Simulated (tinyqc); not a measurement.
Moment against temperature: Stoner model of a band ferromagnet.

Density of states per atom and spin: triangular, D(e) = (4 M/W^2) (W/2 - |e|). Levels e -/+ I m/2 for up and down spin, m = n_up - n_down, n_up + n_down = nd. At zero temperature e(N) is the energy below which N states lie, and E(m) = sum over spins of integral e D de - I m^2/4.

Constants: kB = 8.617333262e-05 eV/K.

Parameters, chosen for this exercise: W = 4.8 eV (band width, e from -W/2 to W/2); M = 5 (states per atom and spin); nd = 2.66 (electrons per atom); I = 1.07 eV (Stoner parameter).

Fermi-Dirac occupations on 600 equal energy intervals; m is iterated from saturation until it changes by less than 1e-7 or for 400 rounds; the paramagnet is unstable while I times the mean of D weighted by -df/de exceeds 1.

Results:

| T/Tc | T (K) | m (muB) | I D(T) of the paramagnet |
|---|---|---|---|
| 0.10 | 979 | 2.660 | 1.620 |
| 0.30 | 2937 | 2.632 | 1.546 |
| 0.65 | 6364 | 2.281 | 1.264 |
| 0.80 | 7833 | 1.873 | 1.142 |
| 0.90 | 8812 | 1.396 | 1.068 |
| 0.95 | 9302 | 1.013 | 1.033 |
| 1.10 | 10770 | 0.000 | 0.938 |

Give the missing row, T/Tc = 0.50.

Computed row:
```
T/Tc  T (K)  m (muB)  I D(T) of the paramagnet
0.50   4896    2.501                     1.392
```

Tc (from I D(T) = 1) = 9.79e+03 K

kB Tc = 0.844 eV, 0.30 of the exchange splitting at zero temperature. m keeps 0.94 of its first value at half Tc and 0.52 at 0.9 Tc. The model knows only Stoner excitations; spin waves and local moments bring the ordering temperature below the Stoner value.

(tinyqc, `OMP_NUM_THREADS=1 python tinyqc.py 1651726 1651727 out.jsonl`, Intel(R) Xeon(R) Processor @ 2.30GHz, 1 thread, shared host, about 0.3 s.)
